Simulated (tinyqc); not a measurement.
# Read current of a NAND string, cells in series solved by shooting: effects of single changes

Cells in series, numbered from 0 at the source line (0 V) to the bit line, each followed by a gap resistance Rg. A cell with gate Vg, threshold VT, source Vs and drain Vd passes I = 2 nf K Vt^2 [F(Vs) - F(Vd)]/(1 + th max(Vg - VT, 0)), F(V) = ln^2(1 + exp((Vg - VT - nf V)/(2 nf Vt))). The selected cell has Vg = Vr, the others Vg = Vp.

Inputs (values chosen for the exercise); values of the order met in vertical NAND strings:
- T = 358 K (temperature)
- K = 3.7 uA/V^2 (gain factor of a cell)
- nf = 2 (slope factor)
- th = 0.06 1/V (mobility reduction factor)
- Rg = 4.4 kohm (resistance of the gap between cells)
- Vbl = 0.7 V (bit-line voltage)
- Vp = 6.8 V (pass voltage)
- Ve = -0.6 V (threshold of an erased cell)
- Vh = 3.2 V (threshold of the highest state)
- Vx = 0.6 V (threshold of the selected cell)
- Is = 20 nA (sensing current)
- Vr = 1.68 V (read voltage on the selected word line)

Constants: q = 1.602176634e-19 C, kB = 1.380649e-23 J/K, Vt = kB T/q. Results are converted to the units shown.

Each table varies one quantity; the others keep the values above.

## Read current against the number of cells

For a trial current I start at 0 V and, cell by cell, solve for the drain: sqrt(F(Vd)) = sqrt(F(Vs) - I/k), k = 2 nf K Vt^2/(1 + th max(Vg - VT, 0)), Vd = [Vg - VT - 2 nf Vt ln(exp(sqrt F) - 1)]/nf, then add I Rg. The string current is the I for which the last node reaches Vbl. The apparent threshold is the Vr at which I = Is. Background: all other cells erased (VT = Ve) or all in the highest state (VT = Vh); ratio and shift are high over erased and high minus erased. The selected cell is in the middle, cell n/2.

Read current against the number of cells:
```
n	I, others erased (uA)	I, others high (uA)	ratio	apparent VT, erased (V)	apparent VT, high (V)	background shift (mV)
8	0.5731	0.4433	0.7735	0.7122	0.7185	6.233
16	0.4090	0.2825	0.6907	0.7214	0.7340	12.52
32	0.2598	0.1614	0.6214	0.7399	0.7652	25.25
64	0.1494	0.08650	0.5789	0.7770	0.8283	51.39
96	0.1047	0.05903	0.5637	0.8142	0.8926	78.46
128	0.08058	0.04480	0.5559	0.8516	0.9581	106.5
192	0.05514	0.03022	0.5480	0.9269	1.093	166.1
```

With erased neighbours the current falls from 0.573 to 0.0551 uA, as n^(-0.49) between the first two rows and n^(-0.94) between the last two (-1 once the series resistance rules). The ratio falls from 0.774 to 0.548 and the background shift rises from 6.23 to 166 mV.

## Effect of the read voltage on the selected word line

Same model as above.

The string has 64 cells and the selected one is cell 32.

The same in every row: apparent VT, erased (V) = 0.7770; apparent VT, high (V) = 0.8283; background shift (mV) = 51.39.

Result of one run:
```
Vr (V)	I, others erased (uA)	I, others high (uA)	ratio
1.9	0.1583	0.08892	0.5618
```

What becomes of these results when the read voltage on the selected word line Vr is changed from 1.9 to 0.7 V, all else the same?

Result of the changed run:
```
Vr (V)	I, others erased (uA)	I, others high (uA)	ratio
0.7	0.01235	0.01021	0.8268
```

The whole series:
```
Vr (V)	I, others erased (uA)	I, others high (uA)	ratio
0.3	9.950e-5	9.912e-5	0.9962
0.7	0.01235	0.01021	0.8268
1.1	0.06573	0.04621	0.7031
1.5	0.1325	0.08170	0.6165
1.9	0.1583	0.08892	0.5618
2.3	0.1649	0.09079	0.5504
2.7	0.1680	0.09165	0.5455
3.1	0.1698	0.09216	0.5428
```

As Vr goes from 0.3 to 3.1 V, the current with erased neighbours rises from 9.95e-5 to 0.170 uA, that with high neighbours rises from 9.91e-5 to 0.0922 uA and the ratio falls from 0.996 to 0.543. The apparent thresholds do not depend on Vr.

Numbers from tinyqc (`OMP_NUM_THREADS=1 python tinyqc.py 2142091 2142092 out.jsonl`; about 0.7 s on one thread of a shared Intel Xeon 2.30GHz).
